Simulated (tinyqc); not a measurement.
Inside a calculation. Model: Schottky barrier on an n-type semiconductor with a doping step, non-linear Poisson equation by Newton steps.

Computed by the program tinyqc: `OMP_NUM_THREADS=1 python tinyqc.py 2020064 2020065 out.jsonl`, one thread of a shared Intel Xeon 2.30GHz, about 0.04 s for the whole run. Printed values are rounded; ~0 in a residual or rate marks an entry under 1e-11 of the largest of its column.

One dimension, metal at x = 0, donor density C(x) = N1 for x < x1 and Nd beyond. Energies are counted from the electron Fermi level of the semiconductor and the conduction-band edge is Ec = -psi, so n = Nc exp(psi/Vt); holes follow the Fermi level of the metal, at -V, so p = Nv exp((V - psi - Eg)/Vt). Ends: psi(0) = V - phiB and psi = Vt ln(Nd/Nc) deep inside. Boltzmann statistics, full ionisation, no current, no image force in the Poisson equation.

Inputs (values chosen for the exercise); band and dielectric values close to those of gallium nitride:
```
symbol    value   unit                                      meaning
T           400      K                                  temperature
Eg         3.42     eV                                     band gap
eps_r      9.41                               relative permittivity
Nc      3.51e18  cm^-3       conduction-band density of states at T
Nv      7.01e19  cm^-3          valence-band density of states at T
Nd       2.3e16  cm^-3      donor density deep in the semiconductor
phiB       1.07     eV                               barrier height
V          0.12      V  bias of the metal against the semiconductor
x1           47     nm                     depth of the doping step
N1       1.2e15  cm^-3                 donor density above the step
```

Constants: q = 1.602176634e-19 C, kB = 1.380649e-23 J/K, Vt = kB T/q, eps0 = 8.8541878128e-14 F/cm where lengths are in cm. Results are converted to the units shown.

## End potentials, built-in voltage, Debye length

psi_0 = V - phiB, psi_b = Vt ln(Nd/Nc), Vbi = phiB - Vt ln(Nc/Nd), LD = sqrt(eps0 eps_r Vt/(q Nd)), W = sqrt(2 eps0 eps_r (Vbi - V)/(q Nd)), hole density at the metal p_0 = Nv exp((phiB - Eg)/Vt).

psi_0 = -0.95 V
psi_b = -0.1733076 V
Vbi = 0.8966924 V
LD = 27.91686 nm
W for uniform Nd = 187.4086 nm
p_0 = 1.725922e-10 cm^-3

The hole density at the metal is 7.5e-27 times Nd, so holes hardly matter.

## Doping on the mesh

```
node,x (nm)
0,0
1,15
2,32
3,51.3
4,73.3
5,98.1
6,126
7,158
8,195
9,236
10,283
11,336
12,396
13,465
14,542
```

C = N1 for x < x1 and Nd beyond, taken at the nodes.

```
node,donor density C (cm^-3)
0,1.2e15
1,1.2e15
2,1.2e15
3,2.3e16
4,2.3e16
5,2.3e16
6,2.3e16
7,2.3e16
8,2.3e16
9,2.3e16
10,2.3e16
11,2.3e16
12,2.3e16
13,2.3e16
14,2.3e16
```

## Couplings between neighbouring nodes

a_i = eps0 eps_r/h_i for the interval from node i to i + 1, with h_i = x_(i+1) - x_i in cm.

```
interval,coupling a_i (F/cm^2)
0,5.554527e-7
1,4.901053e-7
2,4.316990e-7
3,3.787178e-7
4,3.359593e-7
5,2.986305e-7
6,2.603685e-7
7,2.251835e-7
8,2.032144e-7
9,1.772721e-7
10,1.572036e-7
11,1.388632e-7
12,1.207506e-7
13,1.082051e-7
```

## Starting potential

The parabola psi_b - (psi_b - psi_0)(1 - x/W)^2 for x < W and psi_b beyond, with psi_0 = V - phiB, psi_b = Vt ln(Nd/Nc), W = sqrt(2 eps0 eps_r (psi_b - psi_0)/(q Nd)).

```
node,psi at the start (V)
0,-0.9500000
1,-0.8306443
2,-0.7074046
3,-0.5829842
4,-0.4612508
5,-0.3496906
6,-0.2567004
7,-0.1924334
8,-0.1733076
9,-0.1733076
10,-0.1733076
11,-0.1733076
12,-0.1733076
13,-0.1733076
14,-0.1733076
```

## Iteration 1: densities, residual and Jacobian diagonal

n_i = Nc exp(psi_i/Vt), p_i = Nv exp((V - psi_i - Eg)/Vt), rho_i = p_i - n_i + C_i, g_i = (n_i + p_i)/Vt. Box widths w_i = (h_(i-1) + h_i)/2 in cm. Residual F_i = a_i (psi_(i+1) - psi_i) - a_(i-1) (psi_i - psi_(i-1)) + q rho_i w_i; Jacobian: a_(i-1) and a_i beside the diagonal, b_i = -a_(i-1) - a_i - q g_i w_i on it. The two end nodes are fixed.

```
node,n (cm^-3),p (cm^-3)
0,3.765598e6,1.725922e-10
1,1.201294e8,5.410104e-12
2,4.289447e9,1.515143e-13
3,1.584999e11,4.100399e-15
4,5.417546e12,1.199644e-16
5,1.378477e14,4.714716e-18
6,2.046559e15,3.175637e-19
7,1.320546e16,4.921548e-20
8,2.3e16,2.825708e-20
9,2.3e16,2.825708e-20
10,2.3e16,2.825708e-20
11,2.3e16,2.825708e-20
12,2.3e16,2.825708e-20
13,2.3e16,2.825708e-20
14,2.3e16,2.825708e-20
```

```
node,residual F (C/cm^2),diagonal b (F/cm^2)
1,-5.588392e-9,-1.045558e-6
2,-6.339334e-9,-9.218044e-7
3,-5.243961e-14,-8.104183e-7
4,-2.031089e-12,-7.147360e-7
5,-5.819566e-11,-6.362781e-7
6,-9.820453e-10,-5.874894e-7
7,-7.012351e-9,-6.973149e-7
8,-4.306815e-9,-8.453345e-7
9,~0,-8.508765e-7
10,~0,-8.690098e-7
11,~0,-9.000902e-7
12,~0,-9.491627e-7
13,~0,-1.009375e-6
```

## Iteration 1: Newton step

Solve the tridiagonal system a_(i-1) d_(i-1) + b_i d_i + a_i d_(i+1) = -F_i for nodes 1 to 13, with d = 0 on fixed nodes. The full step is added.

```
node,"Newton step d (V)"
1,-0.02057393
2,-0.03248862
3,-0.03133068
4,-0.03001075
5,-0.02852203
6,-0.02681361
7,-0.02401641
8,-0.01222661
9,-0.00305422
10,-0.00064386
11,-0.00011509
12,-0.00001710
13,-0.00000205
```

```
node,psi after iteration 1 (V)
0,-0.9500000
1,-0.8512182
2,-0.7398932
3,-0.6143149
4,-0.4912616
5,-0.3782126
6,-0.2835140
7,-0.2164498
8,-0.1855342
9,-0.1763618
10,-0.1739514
11,-0.1734227
12,-0.1733247
13,-0.1733096
14,-0.1733076
```

## Course of the Newton iteration

Stop when the largest undamped |d| is below 1e-9 V, or after 80 iterations.

Course of the iteration:
```
iteration,largest |F| (C/cm^2),largest |d| (V),at node
1,7.01e-9,0.0325,2
2,1.42e-9,5.98e-3,7
3,5.17e-11,2.43e-4,7
4,9.32e-14,3.92e-7,7
5,3.23e-19,1.12e-12,7
```

Converged in 5 iterations. Once the step is below 0.1 Vt, 2 more iteration(s) reach the threshold: near the solution the error is roughly squared each time.

## Converged densities, field and barrier lowering

```
node,converged psi (V)
0,-0.9500000
1,-0.8518788
2,-0.7413025
3,-0.6165742
4,-0.4944896
5,-0.3825313
6,-0.2890181
7,-0.2226743
8,-0.1889404
9,-0.1773457
10,-0.1741656
11,-0.1734612
12,-0.1733304
13,-0.1733103
14,-0.1733076
```

n and p as above; E_i = -(psi_(i+1) - psi_i)/h_i; at the metal |E_0| = |E on interval 0| + q rho_0 (h_0/2)/(eps0 eps_r), rho_0 = p_0 - n_0 + C_0; image-force lowering dphi = sqrt(q |E_0|/(4 pi eps0 eps_r)).

```
node,n (cm^-3),p (cm^-3)
0,3.765598e6,1.725922e-10
1,6.487932e7,1.001726e-11
2,1.604378e9,4.050870e-13
3,5.981563e10,1.086527e-14
4,2.065438e12,3.146611e-16
5,5.316488e13,1.222448e-17
6,8.013816e14,8.109905e-19
7,5.492056e15,1.183369e-19
8,1.461380e16,4.447255e-20
9,2.045735e16,3.176916e-20
10,2.243452e16,2.896932e-20
11,2.289773e16,2.838329e-20
12,2.298477e16,2.827580e-20
13,2.299818e16,2.825932e-20
14,2.3e16,2.825708e-20
```

```
interval,field E (kV/cm)
0,-65.41411
1,-65.04490
2,-64.62608
3,-55.49297
4,-45.14449
5,-33.51728
6,-20.73245
7,-9.11726
8,-2.82797
9,-0.67662
10,-0.13291
11,-0.02180
12,-0.00291
13,-0.00035
```

|E_0| at the metal = 65.58718 kV/cm
image-force lowering = 31.68039 mV

A mesh of about 1000 nodes or more gives |E_0| = 63.81 kV/cm; the 15-node value is 2.8 % above it.
